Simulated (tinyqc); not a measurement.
## Voltage drop against the resistance of a horizontal segment

A grid of 13 by 13 nodes with segments Rx (rows) and Ry (columns); every node draws I1 and the central node kh I1; pads with resistance Rp sit at the nodes whose row and column are multiples of the pitch, counting from 0. The drops u = Vdd - V follow from G u = i, with G the conductance matrix and i the load currents, solved directly. Here the pitch is 4.

Values chosen for this exercise:

| symbol | value | unit | meaning |
|---|---|---|---|
| Vdd | 0.7 | V | supply voltage |
| Ry | 0.51 | ohm | resistance of a vertical segment |
| Rp | 0.57 | ohm | resistance from a pad node to the supply |
| kh | 3 |  | factor on the load at the hot node |
| I1 | 2.2 | mA | load current of a node in the large grid |

Voltage drop against the resistance of a horizontal segment:
columns A: Rx (ohm); B: pads; C: worst drop (mV); D: mean drop (mV); E: largest drop at a pad (mV); F: largest pad current (mA); G: worst drop over Vdd (%)
```
A      B       C       D       E       F       G
0.11  16  18.343  15.896  15.050  26.403  2.6205
0.23  16  19.558  16.635  15.315  26.868  2.7939
0.45  16  21.439  17.724  15.681  27.510  3.0627
0.91  16  24.726  19.540  16.234  28.481  3.5323
1.8   16  30.095  22.436  16.901  29.651  4.2992
3.6   16  39.670  27.597  17.585  30.851  5.6672
7.3   16  58.026  37.542  18.159  31.858  8.2895
```

The worst drop rises from 18.3 to 58.0 mV and the mean drop rises from 15.9 to 37.5 mV. The worst drop goes as Rx^(0.09) between the first two rows and Rx^(0.54) between the last two.

Computed by the program tinyqc: `OMP_NUM_THREADS=1 python tinyqc.py 2770144 2770145 out.jsonl`, one thread of a shared Intel Xeon 2.30GHz, about 0.07 s for the whole run.
